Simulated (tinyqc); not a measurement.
Type-II superlattice in the two-band Kane model: one step. Wave numbers and masses at one energy. Two cases, with inputs chosen for the exercise.

Problem. Give k^2 and m(E) in both layers.

Motion along the axis, period d = a + b, c = hbar^2/2m0. Conduction and light-hole bands couple: (E - Ec)(E - Ev) = Ep c k^2 in each layer, with mass m(E) = (E - Ev)/Ep, which may be negative. The conduction envelope psi and psi'/m(E) are continuous; a layer carries them by [[cos kt, (m/k) sin kt], [-(k/m) sin kt, cos kt]] (cosh and sinh for k^2 < 0), and cos(q d) = tr(M_B M_A)/2. C1 is the first miniband above EvB, with its bottom at tr/2 = +1 and its top at -1; the gap is the bottom of C1 less the top heavy-hole level HH1.

Constants: hbar^2/2m0 = 3.80998211 eV angstrom^2.

Give: Layers.

Case 1.

Values chosen (near those of an InAs/GaSb superlattice; shifted at random, so the results belong to these values and not to a real crystal): a = 31 angstrom (layer A); b = 51 angstrom (layer B); EcA = 0 eV (conduction edge of A); EvA = -0.41 eV (valence edge of A); EcB = 0.931 eV (conduction edge of B); EvB = 0.113 eV (valence edge of B); EpA = 14.3 eV (coupling energy in A); EpB = 17.9 eV (coupling energy in B); E = 0.428 eV (trial energy).

Solution.

Layers:
```
layer  k^2 (1/angstrom^2)  m(E) (m0)
A               0.0065831    0.05860
B              -0.0023233    0.01760
```

In B the decay constant is 0.0482 1/angstrom; across the gap of B it peaks at mid-gap, at 0.0495, and vanishes at both edges.

Case 2.

Values chosen (near those of an InAs/GaSb superlattice; shifted at random, so the results belong to these values and not to a real crystal): a = 31 angstrom (layer A); b = 33 angstrom (layer B); EcA = 0 eV (conduction edge of A); EvA = -0.418 eV (valence edge of A); EcB = 0.946 eV (conduction edge of B); EvB = 0.127 eV (valence edge of B); EpA = 14.3 eV (coupling energy in A); EpB = 18.1 eV (coupling energy in B); E = 0.315 eV (trial energy).

Solution.

Layers:
```
layer  k^2 (1/angstrom^2)  m(E) (m0)
A               0.0042379    0.05126
B              -0.0017202    0.01039
```

In B the decay constant is 0.0415 1/angstrom; across the gap of B it peaks at mid-gap, at 0.0493, and vanishes at both edges.

Computed by tinyqc, one run a case: `OMP_NUM_THREADS=1 python tinyqc.py N N+1 out.jsonl` with N = 1280140, 1280933; one thread of a shared Intel(R) Xeon(R) Processor @ 2.30GHz, about 0.07 s a run at most.
